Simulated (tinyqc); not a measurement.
Frequency dispersion of an accumulation capacitance by border traps, distributed model: one step of the calculation.

Traps spread evenly through the insulator exchange electrons with the semiconductor by tunnelling, with tau(x) = t0 exp(2 ka x) at depth x from the interface. The admittance per area Y seen at depth x obeys dY/dx = -Y^2/(i w eps0 eox) + q Nb ln(1 + i w tau)/tau, with Y(0) = i w Cs and w = 2 pi f; the gate sees Y(tox) = G + i w C. Working variable y = Y/(i w), in uF/cm^2. Cox = eps0 eox/tox.

Question. Midpoint steps through the active depth. In terms of y: dy/dx = -y^2/(eps0 eox) + s(x), s = q Nb ln(1 + z)/z, z = i w tau. 8 midpoint steps of h = xe/8: y_half = y + (h/2) y'(x, y), y(new) = y + h y'(x + h/2, y_half).

Parameters, values chosen for the exercise; permittivity close to that of zirconium oxide:
```
symbol   value         unit                                               meaning
eox       21.5                             relative permittivity of the insulator
Cs        0.85      uF/cm^2             semiconductor capacitance in accumulation
Nb      2.1e19  cm^-3 eV^-1                               density of border traps
ka         5.3         1/nm  decay constant of the wave function in the insulator
t0        2e-9            s              time constant of a trap at the interface
f          100           Hz                                             frequency
xe         1.8           nm               depth down to which the steps are taken
```

Constants: q = 1.602176634e-19 C, eps0 = 8.8541878128e-14 F/cm where lengths are in cm. Results are converted to the units shown.

Wanted: x; s; y.

Answer.

```
point,x (nm),s (uF/(cm^2 nm)),y (uF/cm^2)
0,0,0.3365+0.0000i,0.850+0.000i
1,0.2250,0.3365+0.0000i,0.916+0.000i
2,0.4500,0.3365+0.0000i,0.982+0.000i
3,0.6750,0.3365-0.0003i,1.045+0.000i
4,0.9000,0.3364-0.0029i,1.107+0.000i
5,1.125,0.3325-0.0314i,1.167-0.002i
6,1.350,0.1827-0.1353i,1.218-0.022i
7,1.575,0.0229-0.0468i,1.216-0.043i
8,1.800,0.0022-0.0076i,1.200-0.046i
```

Program tinyqc, `OMP_NUM_THREADS=1 python tinyqc.py 2202071 2202072 out.jsonl`; Intel Xeon 2.30GHz, shared host, one thread, about 0.6 s.
